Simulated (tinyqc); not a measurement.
# Gated graphene, quantum capacitance: effects of single changes

phi is the Fermi level above the Dirac point, in volts; Vg is counted from the gate voltage of charge neutrality. Ideal linear bands, no charge puddles.

Values chosen for this exercise; values close to those of graphene: temperature T = 300 K; relative permittivity of the gate insulator (close to hafnium oxide) eox = 22.1; insulator thickness tox = 2.6 nm; Fermi velocity vF = 9.96e5 m/s; density of traps Dit = 0 cm^-2 eV^-1; gate voltage Vg = 0.25 V.

Constants: q = 1.602176634e-19 C, kB = 1.380649e-23 J/K, hbar = 1.054571817e-34 J s, Vt = kB T/q, eps0 = 8.8541878128e-14 F/cm where lengths are in cm. Results are converted to the units shown.

Each table varies one quantity; the others keep the values above.

## Effect of the gate voltage

N0 = (2/pi)(kB T/(hbar vF))^2; n = N0 F1(phi/Vt), p = N0 F1(-phi/Vt), F1(e) = int_0^infinity u du/(1 + exp(u - e)) = -Li2(-exp(e)); Cq = q d(n - p)/dphi = (q N0/Vt) ln[2 (1 + cosh(phi/Vt))]. Cox = eps0 eox/tox; Vg = phi + q (n - p + Dit phi)/Cox. 1/C_G = 1/Cox + 1/(Cq + q Dit); dphi/dVg = Cox/(Cox + Cq + q Dit).

The same in every row: Cox (uF/cm^2) = 7.5261.

Result of one run:

| Vg (V) | phi (V) | n - p (cm^-2) | Cq (uF/cm^2) | C_G (uF/cm^2) | dphi/dVg | n + p (cm^-2) |
|---|---|---|---|---|---|---|
| -0.13 | -0.10815 | -1.0262e12 | 2.5853 | 1.9243 | 0.74432 | 1.0292e12 |

What becomes of these results when the gate voltage Vg is changed from -0.13 to -0.3 V, all else the same?

Result of the changed run:

| Vg (V) | phi (V) | n - p (cm^-2) | Cq (uF/cm^2) | C_G (uF/cm^2) | dphi/dVg | n + p (cm^-2) |
|---|---|---|---|---|---|---|
| -0.3 | -0.22013 | -3.7517e12 | 5.2245 | 3.0838 | 0.59025 | 3.7518e12 |

The whole series:

| Vg (V) | phi (V) | n - p (cm^-2) | Cq (uF/cm^2) | C_G (uF/cm^2) | dphi/dVg | n + p (cm^-2) |
|---|---|---|---|---|---|---|
| -0.3 | -0.22013 | -3.7517e12 | 5.2245 | 3.0838 | 0.59025 | 3.7518e12 |
| -0.13 | -0.10815 | -1.0262e12 | 2.5853 | 1.9243 | 0.74432 | 1.0292e12 |
| 0.03 | 0.026783 | 1.5112e11 | 1.0083 | 0.88916 | 0.88186 | 2.1597e11 |
| 0.2 | 0.15745 | 1.9985e12 | 3.7395 | 2.4982 | 0.66806 | 1.9990e12 |
| 0.37 | 0.25997 | 5.1684e12 | 6.1698 | 3.3904 | 0.54951 | 5.1684e12 |
| 0.53 | 0.34206 | 8.8284e12 | 8.1178 | 3.9054 | 0.48109 | 8.8284e12 |
| 0.7 | 0.41931 | 1.3185e13 | 9.9513 | 4.2852 | 0.43062 | 1.3185e13 |
| 0.87 | 0.48920 | 1.7888e13 | 11.610 | 4.5661 | 0.39329 | 1.7888e13 |
| 1.03 | 0.54985 | 2.2555e13 | 13.049 | 4.7732 | 0.36578 | 2.2555e13 |
| 1.2 | 0.60995 | 2.7717e13 | 14.476 | 4.9516 | 0.34207 | 2.7717e13 |

As Vg goes from -0.3 to 1.2, Cq goes from 5.22 through a minimum of 1.01 (at Vg = 0.03 among the rows listed) to 14.5 uF/cm^2, C_G/Cox goes from 0.410 through a minimum of 0.118 (at Vg = 0.03 among the rows listed) to 0.658 and n - p rises from -3.75e12 to 2.77e13 cm^-2. Cq is below Cox for Vg = -0.3, -0.13, 0.03, 0.2, 0.37; there the density of states limits the response dn/dVg more than the insulator does. At neutrality Cq is (q N0/Vt) ln 4 = 0.851 uF/cm^2, and far from it Cq grows as |phi|.

## Effect of the Fermi velocity

Same model as above.

The same in every row: Cox (uF/cm^2) = 7.5261.

Effect of the Fermi velocity:

| vF (m/s) | phi (V) | n - p (cm^-2) | Cq (uF/cm^2) | C_G (uF/cm^2) | dphi/dVg | n + p (cm^-2) |
|---|---|---|---|---|---|---|
| 6e5 | 0.14683 | 4.8465e12 | 9.6134 | 4.2213 | 0.43911 | 4.8484e12 |
| 7e5 | 0.16063 | 4.1979e12 | 7.7229 | 3.8116 | 0.49355 | 4.1987e12 |
| 8e5 | 0.17218 | 3.6554e12 | 6.3363 | 3.4401 | 0.54291 | 3.6558e12 |
| 9e5 | 0.18188 | 3.1998e12 | 5.2877 | 3.1057 | 0.58734 | 3.2000e12 |
| 1e6 | 0.19006 | 2.8155e12 | 4.4754 | 2.8065 | 0.62710 | 2.8156e12 |
| 1.1e6 | 0.19700 | 2.4898e12 | 3.8334 | 2.5398 | 0.66254 | 2.4899e12 |
| 1.2e6 | 0.20290 | 2.2126e12 | 3.3175 | 2.3026 | 0.69405 | 2.2126e12 |
| 1.3e6 | 0.20795 | 1.9754e12 | 2.8971 | 2.0918 | 0.72205 | 1.9755e12 |
| 1.4e6 | 0.21228 | 1.7717e12 | 2.5501 | 1.9047 | 0.74692 | 1.7717e12 |

What does the comparison show?

As vF goes from 6e5 to 1.4e6, Cq falls from 9.61 to 2.55 uF/cm^2, C_G/Cox falls from 0.561 to 0.253 and n - p falls from 4.85e12 to 1.77e12 cm^-2. Cq is below Cox for vF = 8e5, 9e5, 1e6, 1.1e6, 1.2e6, 1.3e6, 1.4e6; there the density of states limits the response dn/dVg more than the insulator does.

tinyqc, about 0.01 s, one thread, Intel Xeon 2.30GHz (shared host): `OMP_NUM_THREADS=1 python tinyqc.py 2200003 2200004 out.jsonl`
